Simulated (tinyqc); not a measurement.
Worked calculation: Born-Mayer model of an ionic crystal AB. Computed by tinyqc, a small Python program that keeps every step. Command: `OMP_NUM_THREADS=1 python tinyqc.py 3008140 3008141 out.jsonl bornmayer walk`. One thread of a shared host (Intel(R) Xeon(R) Processor @ 2.30GHz), about 0.01 s of CPU time with the checks. Intermediate numbers are printed to about 6 digits and carried at full precision; extremes and crossings named in words are read from the listed rows.

Energies are per ion pair and r is the nearest distance of unlike ions.

Inputs (values chosen for the exercise, for a model salt):
```
quantity                        value           unit
ionic charge z                      1              -
unlike repulsion lambda           651             eV
range rho                       0.286       angstrom
like repulsion lambda2            162             eV
dispersion C between like ions     40  eV angstrom^6
pressure P                         10            GPa
```

Structure: caesium chloride. Short range: with like-ion terms.

Constants: e^2/(4 pi eps_0) = 14.39964548 eV angstrom; 1 eV/angstrom^3 = 160.2176634 GPa.

## Equilibrium distance at zero pressure

Madelung constant M, unlike neighbours z1, like neighbours z2 at f r, volume per pair: rock salt 1.747565, 6, 12, sqrt2, 2 r^3; caesium chloride 1.762675, 8, 6, 2/sqrt3, 8 r^3/(3 sqrt3); zinc blende 1.638055, 4, 12, sqrt(8/3), 16 r^3/(3 sqrt3). U(r) = -M z^2 e^2/(4 pi eps_0 r) + z1 lambda exp(-r/rho) + z2 [lambda2 exp(-f r/rho) - C/(f r)^6] (one mean like-ion term for both sublattices). Newton steps on g(r) = U'(r), from r = 9 rho: r(new) = r - U'(r)/U''(r), with the move limited to 0.3 angstrom. Where U'' is negative, move 0.3 angstrom downhill. Stop when |U'| is below 1e-9.

Newton steps:
```
step  r (angstrom)  U' (eV/angstrom)  U'' (eV/angstrom^2)
1          2.57400       2.27483e+00               3.1600
2          2.27400       2.12020e-02              13.7978
3          2.27246      -6.90706e-05              13.8878
4          2.27247      -7.26207e-10              13.8875
```

equilibrium distance r0 = 2.27247 angstrom

## Terms of the lattice energy

The formulas are those given above.

terms (eV): Coulomb -11.1693, unlike repulsion 1.8446, like repulsion 0.1007, dispersion -0.7352

lattice energy U = -9.95921 eV per pair

The short-range terms together cancel 10.8 % of the Coulomb energy.

## Bulk modulus

B = U''(r0)/(9 c r0), with the volume written as c r^3.

U''(r0) = 13.8875 eV/angstrom^2

bulk modulus B = 70.6621 GPa

## Under pressure

With the volume written as c r^3, under pressure take the root at the minimum of the enthalpy and solve U'(r) + 3 c r^2 P = 0; H = U + P V; B = (U'' - 2 U'/r)/(9 c r).

distance at P = 2.18919 angstrom

volume at P = 16.1533 angstrom^3

enthalpy at P = -8.89676 eV per pair

bulk modulus at P = 110.039 GPa

The volume shrinks by 10.60 %, against P/B = 14.15 % in linear elasticity: the crystal stiffens.

## Three structures under pressure

The formulas are those given above.

Enthalpy (eV per pair):
```
P (GPa)  rock salt  caesium chloride  zinc blende
0         -10.1504          -9.95921     -9.83149
2          -9.8947          -9.73672     -9.49225
5          -9.5251          -9.41323     -9.00937
10         -8.9390          -8.89676     -8.25685
20         -7.8505          -7.92889     -6.88764
40         -5.8956          -6.17189     -4.48617
70         -3.3079          -3.82170     -1.37652
100        -0.9852          -1.69550      1.37025
```

volumes at zero pressure (angstrom^3): rock salt 20.8195, caesium chloride 18.0676, zinc blende 27.8346

At zero pressure the order is rock salt < caesium chloride < zinc blende. Between 10 and 20 GPa the lowest enthalpy passes from rock salt to caesium chloride. Pressure favours the denser structure, through P V. The Madelung constants, the number of repulsive contacts and the volumes (20.8, 18.1, 27.8 angstrom^3 at P = 0) all matter. Caution: rigid ions with fixed charges leave out polarisation and covalency, so such models often misplace transition pressures.

Checks made by the program: Madelung constant against an Ewald sum (relative difference 1e-07); Newton against bracketing (relative difference below 1e-10).
